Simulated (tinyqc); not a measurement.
Inside a calculation. Method: tight binding, honeycomb lattice. Computed by tinyqc, a small Python program that keeps every step. Settings: t1 = 0.86, t2 = 0.05, phi = -1.22, delta = 1.28, points = 7. Command: `OMP_NUM_THREADS=1 python tinyqc.py 22260 22261 out.jsonl` (the two numbers bound the seeds that draw the settings). One thread of a shared host (Intel(R) Xeon(R) Processor @ 2.60GHz), about 0.01 s of CPU time with the checks.

## Bloch Hamiltonian at k

Parameters chosen for this model:
```
parameter      value                        unit
t1          0.860000                 eV, nearest
t2          0.050000       eV, second neighbours
phi        -1.220000  rad, phase of t2 (Haldane)
delta       1.280000          eV, +/- on A and B
```

k point k (fractions of the reciprocal vectors): [0.320000, -0.300000]

H_AB = -t1 (1 + exp(-i k.a1) + exp(-i k.a2)); H_AA = delta - 2 t2 sum cos(k.b + phi), H_BB = -delta - 2 t2 sum cos(k.b - phi), b = a1, a2 - a1, -a2.

H(k) at k (eV), order A, B:
$$\begin{pmatrix}
1.091730 & -0.228075-0.039757i \\
-0.228075+0.039757i & -0.991127
\end{pmatrix}$$

## Levels at k

Diagonalise the Hermitian matrix.

eigenvalues (eV): [-1.016550, 1.117153]

weights |c|^2 of the basis functions, order A, B:
$$\begin{pmatrix}
0.011915 & 0.988085 \\
0.988085 & 0.011915
\end{pmatrix}$$

## Bloch Hamiltonian at K

k point K (fractions of the reciprocal vectors): [0.333333, 0.666667]

As before.

H(k) at K (eV), order A, B:
$$\begin{pmatrix}
1.087562 & 0.000000 \\
0.000000 & -0.984468
\end{pmatrix}$$

## Levels at K

As before.

eigenvalues (eV): [-0.984468, 1.087562]

weights |c|^2 of the basis functions, order A, B:
$$\begin{pmatrix}
0.000000 & 1.000000 \\
1.000000 & 0.000000
\end{pmatrix}$$

## Bands along a path

The same steps at evenly spaced points between the labelled ones.

Bands along the path (eV):
```
k             band 1    band 2
G          -2.983163  2.776976
G-K 0.25   -2.746310  2.592903
G-K 0.50   -2.113659  2.079294
G-K 0.75   -1.355764  1.424493
K          -0.984468  1.087562
K-M 0.25   -1.063290  1.160488
K-M 0.50   -1.229215  1.313893
K-M 0.75   -1.393448  1.466701
M          -1.507712  1.576441
M-K' 0.25  -1.555357  1.628611
M-K' 0.50  -1.543243  1.627921
M-K' 0.75  -1.499657  1.596855
K'         -1.472438  1.575532
```

With 1 band(s) filled, the highest filled level on these points lies at K and the lowest empty one at K: a gap of 2.0720 eV, direct.

## Chern number of the lower band

On a 7 x 7 mesh, the phase of the product of overlaps around each plaquette (k1 then k2); the sum over 2 pi is an integer.

plaquette phases (rad):
$$\begin{pmatrix}
0.000000 & -0.019462 & -0.048505 & -0.029497 & 0.038637 & 0.029444 & 0.013306 \\
0.020099 & 0.005714 & -0.030169 & -0.107221 & -0.061865 & 0.029113 & 0.029444 \\
0.051266 & 0.044081 & 0.016862 & -0.079361 & -0.208198 & -0.061865 & 0.038637 \\
0.049014 & 0.089996 & 0.085743 & 0.024625 & -0.079361 & -0.107221 & -0.029497 \\
-0.026883 & 0.046989 & 0.115253 & 0.085743 & 0.016862 & -0.030169 & -0.048505 \\
-0.037831 & -0.029815 & 0.046989 & 0.089996 & 0.044081 & 0.005714 & -0.019462 \\
-0.018383 & -0.037831 & -0.026883 & 0.049014 & 0.051266 & 0.020099 & 0.000000
\end{pmatrix}$$

Chern number = 0.000000
